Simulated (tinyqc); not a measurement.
Optical gain and spontaneous emission in a bulk direct-gap semiconductor, step by step. Values are carried at full precision from step to step, so a last printed digit may differ when a step is redone from the rounded ones.

F_j(eta) = (1/Gamma(j + 1)) integral_0^infinity x^j dx/(1 + exp(x - eta)), which tends to exp(eta) for eta << 0.

Quasi-Fermi levels: n = Nc F_1/2(Fc/kT) and p = Nv F_1/2(Fv/kT), Fc counted up from the conduction edge and Fv down from the valence edge; Nc, Nv from N = 2 (m kB T/(4 pi c))^(3/2) with c = hbar^2/2m0, in 1/angstrom^3; times 1e24 for 1/cm^3, with me and (mhh^(3/2) + mlh^(3/2))^(2/3).

Constants: hbar^2/2m0 = 3.80998211 eV angstrom^2; kB = 8.617333262e-05 eV/K; fine-structure constant alpha = 0.007297352564; hbar = 6.58211957e-16 eV s; hbar c = 1973.269805 eV angstrom.

Parameters, chosen for this exercise (near those of InGaAs; the results hold for these values, not for the real material):
```
symbol  value    unit    meaning
me      0.0418   m0      electron mass
mhh     0.448    m0      heavy-hole mass
mlh     0.0524   m0      light-hole mass
n       1.4e+18  1/cm^3  injected density, n = p
T       300      K
Eg      0.77     eV      direct gap
Ep      23.2     eV      Kane energy
nr      3.55             refractive index
E       0.831    eV      photon energy
```

## Quasi-Fermi levels

Solve for Fc and Fv.

kT = 0.025852 eV
Nc = 2.145e+17 1/cm^3
Nv = 7.826e+18 1/cm^3
Fc = 0.1036 eV
Fv = -0.0429 eV
Fc + Fv = 0.0607 eV

The separation of the quasi-Fermi levels exceeds the gap, so photons between Eg and Eg + (Fc + Fv) see gain. The quasi-Fermi level of the electrons lies inside the band, that of the holes in the gap.

## Absorption of the empty crystal

Parabolic bands, vertical transitions, no excitons. For each hole band j: mr = me mj/(me + mj); joint density of states J_j(E) = (mr/c)^(3/2) sqrt(E - Eg)/(2 pi^2), both spins, c = hbar^2/2m0; averaged matrix element |e.p|^2 = m0 Ep/6; alpha_j(E) = 4 pi^2 alpha_f c Ep J_j/(3 nr E) in 1/angstrom (alpha_f the fine-structure constant, listed as alpha among the constants), times 1e8 for 1/cm.

Evaluate at E for heavy and light holes.

mr, J and alpha of each hole band:
```
hole   mr (m0)  J (1/(eV angstrom^3))  alpha (1/cm)
heavy  0.03823              1.258e-05        3619.0
light  0.02325              5.965e-06        1716.4
```

The heavy-hole band gives 68 % of the total, 5335 1/cm.

## Occupations and gain at E

For band j the electron sits at Ee = (E - Eg) mr/me above its edge and the hole at Eh = (E - Eg) mr/mj; fe = 1/(1 + exp((Ee - Fc)/kT)), fh = 1/(1 + exp((Eh - Fv)/kT)); gain g = sum_j alpha_j (fe + fh - 1).

Use mr and alpha from the table.

Energies, occupations and gain of each hole band:
```
hole   Ee (eV)  Eh (eV)     fe     fh  g (1/cm)
heavy   0.0558   0.0052  0.864  0.135        -4
light   0.0339   0.0271  0.937  0.063        -1
```

total gain = -5 1/cm

E - Eg = 0.0610 eV is above Fc + Fv = 0.0607 eV, so both bands give loss (Bernard-Duraffourg).

## Spontaneous emission

Spontaneous rate: R = integral of (nr E/(hbar c))^2/(pi^2 hbar) sum_j alpha_j fe fh dE, with alpha in 1/cm and (nr E/(hbar c))^2 in 1/cm^2 (1e16 per 1/angstrom^2); B = R/(n p); lifetime n/R.

Integrate over photon energy.

R = 2.24e+26 1/(cm^3 s)
B = 1.14e-10 cm^3/s
radiative lifetime = 6.26 ns

## Checks

- B at n = 1e13 1/cm^3 against the van Roosbroeck-Shockley value from alpha and ni^2 (cm^3/s): both 1.59e-10.

(tinyqc, `OMP_NUM_THREADS=1 python tinyqc.py 1650198 1650199 out.jsonl`, Intel(R) Xeon(R) Processor @ 2.30GHz, 1 thread, shared host, about 0.08 s.)
